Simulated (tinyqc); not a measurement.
Resistance of a tapered via with liner, size effect and interface: one step of the calculation.

A round via whose diameter grows from db at the bottom as D(z) = db + 2 z/tan(ang). The fill, of diameter D - 2 tl, starts above the bottom liner (thickness fb tl) and has rho = rho0 (1 + ks lam/(D - 2 tl)); the sidewall liner conducts in parallel with it. The bottom liner and the interface are crossed over the full area pi db^2/4. Spreading in the lines above and below is left out.

Question. Slices of the via. Slices between z0 = fb tl and hv, evaluated at their midpoints: conductance per length pi/4 [(D - 2 tl)^2/rho + (D^2 - (D - 2 tl)^2)/rl], slice resistance = slice height over that. 6 slices.

Inputs (values chosen for the exercise); fill metal close to molybdenum:
- db = 40 nm (diameter at the bottom)
- hv = 100 nm (height)
- ang = 89 degrees (sidewall angle)
- rho0 = 5.27 uohm cm (bulk resistivity of the fill)
- lam = 10.9 nm (mean free path of the fill)
- ks = 1.4 (size-effect factor)
- tl = 0.1 nm (liner on the sidewall)
- fb = 0.7 (liner at the bottom over that on the sidewall)
- rl = 350 uohm cm (resistivity of the liner)

Find: z; D; rho; slice resistance.

Answer.

```
slice,z (nm),D (nm),rho (uohm cm),slice resistance (ohm)
0,8.3975,40.293,7.2758,0.95964
1,25.052,40.875,7.2472,0.92873
2,41.708,41.456,7.2193,0.89927
3,58.362,42.037,7.1922,0.87117
4,75.017,42.619,7.1659,0.84435
5,91.672,43.200,7.1402,0.81873
```

Numbers from tinyqc (`OMP_NUM_THREADS=1 python tinyqc.py 2750015 2750016 out.jsonl`; about 0.01 s on one thread of a shared Intel Xeon 2.30GHz).
